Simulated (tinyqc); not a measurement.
Worked calculation: single-band model of a thermoelectric material. Computed by tinyqc, a small Python program that keeps every step. Command: `OMP_NUM_THREADS=1 python tinyqc.py 3017995 3017996 out.jsonl thermo walk`. One thread of a shared host (Intel(R) Xeon(R) Processor @ 2.30GHz), about 0.01 s of CPU time with the checks. Intermediate numbers are printed to about 6 digits and carried at full precision; extremes and crossings named in words are read from the listed rows.

One spherical band, one scattering law, no minority carriers and no phonon drag. In a real material minority carriers limit |S| to about E_g/(2 e T), so larger values are formal. eta = E_F/(k_B T) is counted from the band edge; f = 1/(1 + exp(x - eta)).

Inputs (values chosen for the exercise, for a model material): density-of-states mass m = 0.96 m_0; mobility parameter mu_300 = 460 cm^2/(V s); temperature exponent p = 1.5; lattice thermal conductivity kappa_L = 0.83 W/(m K); carrier density n = 5.6e+19 1/cm^3; temperature T = 390 K.

Band: parabolic. Scattering: constant relaxation time, r = 0.

Constants: m_0 = 9.1093837015e-31 kg; k_B = 1.380649e-23 J/K; hbar = 1.054571817e-34 J s; k_B = 8.617333262e-05 eV/K; e = 1.602176634e-19 C.

## Fermi level

With x = E/(k_B T), a = alpha k_B T (0 for a parabolic band), G = x (1 + a x), D = 1 + 2 a x and <y> = int y f (1 - f) dx, f = 1/(1 + exp(x - eta)): tau = tau_0 G^r/D; transport function s = G^(3/2 + r)/D^2; n = N_0 <G^(3/2)> with N_0 = (2 m k_B T)^(3/2)/(3 pi^2 hbar^3). Integrals over x = E/(k_B T) use 160 Gauss-Legendre points in u = sqrt(x) from 0 to sqrt(max(eta, 0) + 32). Solve for eta.

N_0 = 2.63183e+19 1/cm^3

reduced Fermi level eta = 1.02422

## Transport integrals

The formulas are those given above.

<s> = 2.12780

<x s> = 6.78201

<x^2 s> = 27.2622

<G^(3/2)> = 2.12780

<G^(3/2 + 2r)/D^4> = 2.12780

## Coefficients

sigma = e mu_0 N_0 <s> with mu_0 = e tau_0/m = mu_300 (T/300 K)^(-p); |S| = (k_B/e)(<x s>/<s> - eta); Lorenz number L = (k_B/e)^2 (<x^2 s>/<s> - (<x s>/<s>)^2); kappa_e = L sigma T; zT = S^2 sigma T/(kappa_L + kappa_e). Hall factor r_H = <G^(3/2)> <G^(3/2 + 2r)/D^4>/<s>^2; drift mobility sigma/(n e) with n = N_0 <G^(3/2)>; power factor S^2 sigma.

conductivity sigma = 2784.46 S/cm

Seebeck coefficient |S| = 186.404 microvolt/K

Lorenz number L = 1.97030 1e-8 V^2/K^2

drift mobility = 310.344 cm^2/(V s)

Hall factor r_H = 1

power factor = 96.7497 microwatt/(cm K^2)

kappa_e = 2.13962 W/(m K)

zT = 1.27061

L is 81 % of the degenerate value pi^2/3 (k_B/e)^2 = 2.443; the classical limit for this r is (r + 5/2)(k_B/e)^2 = 1.856. The charge carriers transport 72 % of the heat.

## Limiting formulas for the Seebeck coefficient

Classical: |S| = (k_B/e)[r + 5/2 - ln(n/N_c)], N_c = (3 sqrt(pi)/4) N_0. Degenerate (Mott): |S| = (pi^2/3)(k_B/e)(r + 3/2)/eta_F, eta_F = (n/N_0)^(2/3).

Seebeck coefficients:
```
formula        |S| (microvolt/K)  deviation (%)
full integral            186.404         0.0000
classical                174.897        -6.1729
degenerate               257.053        37.9013
```

At eta = 1.02 the classical formula is the closer one, but neither is good to 5 %: the full integrals are needed in this range.

## Best doping

Quality factor B = (k_B/e)^2 e mu_0 N_0 T/kappa_L; zT and the power factor are maximised over eta between -8 and 30.

quality factor B = 0.456608

eta of the largest zT = -0.622769

density of the largest zT = 1.59851e+19 1/cm^3

largest zT = 1.79428

|S| at the largest zT = 286.354 microvolt/K

eta of the largest power factor = 2.47390

density of the largest power factor = 1.24676e+20 1/cm^3

largest power factor = 104.619 microwatt/(cm K^2)

The sample is overdoped by a factor 3.50 and reaches 71 % of the best zT. zT peaks at a density 7.80 times lower than the power factor, because kappa_e grows with n.

## Against the Fermi level

The formulas are those given above.

The same material at other dopings:
```
eta   n (1/cm^3)  |S| (microvolt/K)  sigma (S/cm)  power factor (microwatt/(cm K^2))       zT
-4   6.36682e+17            560.819   3.16574e+01                              9.957  0.45527
-3   1.71199e+18            475.815   8.51246e+01                             19.272  0.84284
-2   4.52363e+18            392.692   2.24926e+02                             34.685  1.36121
-1   1.14682e+19            314.015   5.70229e+02                             56.228  1.75618
0    2.67694e+19            244.167   1.33104e+03                             79.354  1.69662
1    5.51253e+19            187.590   2.74097e+03                             96.455  1.28188
2    9.87906e+19            145.450   4.91212e+03                            103.919  0.85612
4    2.27813e+20             94.026   1.13275e+04                            100.145  0.37412
6    4.00470e+20             67.131   1.99124e+04                             89.737  0.18939
10   8.42625e+20             41.741   4.18974e+04                             72.998  0.07207
```

|S| falls and sigma rises with eta, so their product S^2 sigma peaks: among these rows at eta = 2, and zT at eta = -1, where |S| = 314 microvolt/K. zT stays above 90 % of its best row from n = 1.1e19 to 2.7e19 per cm^3.

Checks made by the program: |S| against (k_B/e)[(r + 5/2) F_(r+3/2)/((r + 3/2) F_(r+1/2)) - eta] by adaptive quadrature (relative difference below 1e-10).
